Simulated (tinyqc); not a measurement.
## Polarisation charge from two barrier thicknesses

Problem. Voff = phiB - dEc - q sigma d/(eps0 eb). Find sigma, phiB - dEc and the thickness at which Voff = 0.

Constants: q = 1.602176634e-19 C, eps0 = 8.8541878128e-14 F/cm where lengths are in cm. Results are converted to the units shown.

Voff at d = 13 and 34 nm (V): [-1.4473832, -5.0306022]
eb = 9.5184000

Solution. Voff is a straight line in d: its slope is -q sigma/(eps0 eb) and its intercept phiB - dEc.

sigma = 8.975e12 cm^-2
phiB - dEc = 0.7708 V
thickness for Voff = 0 = 4.517 nm

Program tinyqc, `OMP_NUM_THREADS=1 python tinyqc.py 2180102 2180103 out.jsonl`; Intel Xeon 2.30GHz, shared host, one thread, about 0.01 s.
